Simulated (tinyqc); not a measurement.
# Changing the temperature T

Model: classical nucleation, growth and JMAK kinetics of crystallisation from a melt or glass. Computed by tinyqc, a small Python program. Command: `OMP_NUM_THREADS=1 python tinyqc.py 3024256 3024257 out.jsonl nucl sweep`. One thread of a shared host (Intel(R) Xeon(R) Processor @ 2.30GHz), about 0.01 s of CPU time with the checks.

A spherical nucleus cap on a flat wall with a sharp interface of isotropic energy gamma; lambda = Omega^(1/3) is the jump distance.

Inputs (values chosen for the exercise, for a model substance):
```
quantity                        value        unit
melting point T_m                1500           K
heat of melting per volume H     1050      J/cm^3
interface energy gamma          0.147       J/m^2
atomic volume Omega              26.3  angstrom^3
diffusion prefactor D0        2.1e-07       m^2/s
activation energy Q              1.48          eV
contact angle theta                55     degrees
wall area per volume S_v       160000         1/m
time t                           0.27           s
```

Nucleation: on a flat wall. Driving force: Turnbull (linear).

Constants: e = 1.602176634e-19 C; k_B = 1.380649e-23 J/K; k_B = 8.617333262e-05 eV/K.

Method:
- Driving force per volume: dG = H (T_m - T)/T_m.
- Shape factor f = (2 + cos theta)(1 - cos theta)^2/4.
- W(r) = f [4 pi r^2 gamma - (4/3) pi r^3 dG]; r* = 2 gamma/dG; W* = f 16 pi gamma^3/(3 dG^2); n* = f (4/3) pi r*^3/Omega.
- D = D0 exp(-Q/(k_B T)); attachment rate k+ = (A*/lambda^2) D/lambda^2 with A* = 2 pi r*^2 (1 - cos theta); Zeldovich factor Z = sqrt(W*/(3 pi k_B T))/n*; sites per volume N = S_v/lambda^2; I = N Z k+ exp(-W*/(k_B T)); lag time = 1/(4 pi Z^2 k+).
- Growth (Wilson-Frenkel): u = (D/lambda) [1 - exp(-dG Omega/(k_B T))].
- D = D0 exp(-Q/(k_B T)).
- JMAK with steady nucleation and growth, nuclei spread at random: extended fraction X_e = (pi/3) I u^3 t^4, X = 1 - exp(-X_e); t_X = [-3 ln(1 - X)/(pi I u^3)]^(1/4); final grains per volume = Gamma(5/4) (3/pi)^(1/4) (I/u)^(3/4), Gamma(5/4) = 0.9064024771. Grain size = (grains per volume)^(-1/3).

One run for each value; columns: (1) temperature T (K); (2) atoms in the nucleus n*; (3) W*/(k_B T); (4) nucleation rate I (1/(m^3 s)); (5) growth velocity u (m/s); (6) half time t_0.5 (s):
```
(1)     (2)    (3)        (4)        (5)        (6)
750     3.3   2.18  7.684e+25  5.900e-08  8.047e-02
825     4.5   2.45  4.498e+26  4.267e-07  1.173e-02
900     6.4   2.84  1.649e+27  2.144e-06  2.526e-03
975     9.5   3.42  3.834e+27  8.096e-06  7.552e-04
1050   15.1   4.33  5.266e+27  2.421e-05  3.068e-04
1120   25.2   5.69  3.629e+27  5.626e-05  1.789e-04
1200   51.1   8.52  5.745e+26  1.218e-04  1.589e-04
1280  129.6  14.86  2.414e+24  2.153e-04  4.072e-04
1350  409.0  30.30  9.241e+17  2.902e-04  1.308e-02
```

What does the table show?

Over the rows, atoms in the nucleus n* rises from 3.27 to 409 (exponent d ln y / d ln x 3.3 between the first rows and 22 between the last); W*/(k_B T) rises from 2.18 to 30.3 (exponent d ln y / d ln x 1.2 between the first rows and 13 between the last); nucleation rate I (1/(m^3 s)) goes from 7.68e25 through a maximum among these rows, 5.27e27 at 1050, to 9.24e17.

Caution (rows 750, 825, 900, 975, 1050, 1120, 1200): with under 20 atoms in the nucleus or a barrier under 10 k_B T the capillary model is only a guide. Caution (all rows): grains come out smaller than the spacing of the walls, so nuclei are not spread at random as JMAK assumes.

Extremes, crossings and ranges named in words are read from the listed rows.
